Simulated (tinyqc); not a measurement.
Bandgap voltage reference from two bipolar transistors: two steps of the calculation.

Two transistors of area 1 and N carry the same current I. Is(T) = Is (T/T0)^eta exp[(Vg0 q/kB)(1/T0 - 1/T)], VBE1 = Vt ln(I/Is(T)) + I rb, VBE2 = Vt ln(I/(N Is(T))) + I rb/N. The amplifier forces I R1(T) = VBE1 - VBE2 + Vos, with R(T) = R (1 + tc (T - T0)) for both resistors, and the output is Vref = VBE1 + I R2(T). Base currents and the Early effect are neglected.

Inputs (values chosen for the exercise); values of the order met in silicon bipolar transistors:
```
symbol  value   unit                                                   meaning
T0        323      K                                     reference temperature
Vg0     1.188      V                      band-gap voltage extrapolated to 0 K
eta       3.8                   temperature exponent of the saturation current
Is      2e-16      A           saturation current of the unit transistor at T0
N          24                              area ratio of the second transistor
R1        3.8   kohm  resistor across which the difference of VBE falls, at T0
tc      -1300  ppm/K                 temperature coefficient of both resistors
Vos         0     mV                                   offset of the amplifier
rb        130    ohm                  series resistance of the unit transistor
R2      21.43   kohm                                     output resistor at T0
T         333      K                                               temperature
```

Constants: q = 1.602176634e-19 C, kB = 1.380649e-23 J/K. Results are converted to the units shown.

Problem 1. Operating point at the reference temperature. Vt = kB T/q; I = (Vt ln N + Vos)/(R1(T) - rb (1 - 1/N)). Evaluate at T = T0.

Find: Vt; I; Is(T); VBE1; I R2; Vref.

Solution 1.

Vt = 0.02783 V
I = 24.07 uA
Is(T) = 2.000e-16 A
VBE1 = 0.7133 V
I R2 = 0.5158 V
Vref = 1.229 V

Problem 2. Operating point at another temperature. 

Give: Vt; I; Is(T); VBE1; I R2; Vref.

Solution 2.

Vt = 0.028696 V
I = 25.151 uA
Is(T) = 8.0909e-16 A
VBE1 = 0.69656 V
I R2 = 0.53197 V
Vref = 1.2285 V

From T0 to T, VBE1 changes by -16.7 mV and I R2 by 16.2 mV, which leaves -0.510 mV in Vref.

Numbers from tinyqc (`OMP_NUM_THREADS=1 python tinyqc.py 2062170 2062171 out.jsonl`; about 0.02 s on one thread of a shared Intel Xeon 2.30GHz).
